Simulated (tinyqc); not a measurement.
Screening unbinds the donor: static screening by free carriers.

kF = (3 pi^2 n/Mv)^(1/3), EF = c kF^2/m with c = hbar^2/2m0, n in 1/angstrom^3 (1e-24 per 1/cm^3), e2 = e^2/(4 pi eps0). Thomas-Fermi: qTF^2 = 6 pi e2 n/(eps EF). Debye: qD^2 = 4 pi e2 n/(eps kB T).

F_j(eta) = (1/Gamma(j + 1)) integral_0^infinity x^j dx/(1 + exp(x - eta)), which tends to exp(eta) for eta << 0.

At finite T: qs^2 = qD^2 F_-1/2(eta)/F_1/2(eta), where n = Mv N F_1/2(eta) and N = 2 (m kB T/(4 pi c))^(3/2) with c = hbar^2/2m0, in 1/angstrom^3; times 1e24 for 1/cm^3.

Donor in the screened potential -(e2/eps) exp(-qs r)/r with the trial function exp(-r/a): E(a) = c/(m a^2) - (e2/eps) 4/(a (2 + qs a)^2), e2 = e^2/(4 pi eps0), c = hbar^2/2m0; isotropic mass.

Constants: hbar^2/2m0 = 3.80998211 eV angstrom^2; e^2/(4 pi eps0) = 14.39964547 eV angstrom; kB = 8.617333262e-05 eV/K; a0 (Bohr radius) = 0.5291772105 angstrom.

Parameters, chosen for this exercise (near those of InAs; the results hold for these values, not for the real material):
- m = 0.0254 m0 (mass of one isotropic valley)
- Mv = 1 (valleys)
- eps = 15.5 (background dielectric constant)
- T = 400 K

All carriers n are taken as free and screen with qs(T); E(a) is minimised over a; a dash marks no bound state. aB = a0 eps/m.

Donor level:
```
n (1/cm^3)  n^(1/3) aB  qs aB  E (meV)   a/aB
2.0e+11          0.019  0.003    -1.43  1.000
2.0e+12          0.041  0.008    -1.41  1.000
1.0e+13          0.070  0.019    -1.39  1.000
3.0e+13          0.100  0.033    -1.35  1.001
8.0e+13          0.139  0.053    -1.29  1.002
2.0e+14          0.189  0.084    -1.21  1.005
5.0e+14          0.256  0.133    -1.09  1.012
1.0e+15          0.323  0.188    -0.97  1.022
```

aB = 322.9 angstrom

What does the comparison show, and why?

The level rises from -1.43 meV at the lowest density to -0.97 meV at 1e+15 1/cm^3, against -1.44 meV unscreened. It stays bound over this range. This trial function loses binding at qs aB = 1 and the exact Yukawa problem at 1.19; the Mott rule of thumb is n^(1/3) aB = 0.26 (rows below ni, about 1e+16 1/cm^3 for this gap, are formal: thermal pairs then set the screening), which the last bound row of this table passes: the rule belongs to low temperature, and thermal carriers screen more weakly.

Computed by tinyqc, a small Python program: `OMP_NUM_THREADS=1 python tinyqc.py 1681657 1681658 out.jsonl` (the numbers bound the seed that draws the inputs); one thread of a shared host (Intel(R) Xeon(R) Processor @ 2.30GHz), about 0.01 s for the whole set of steps.
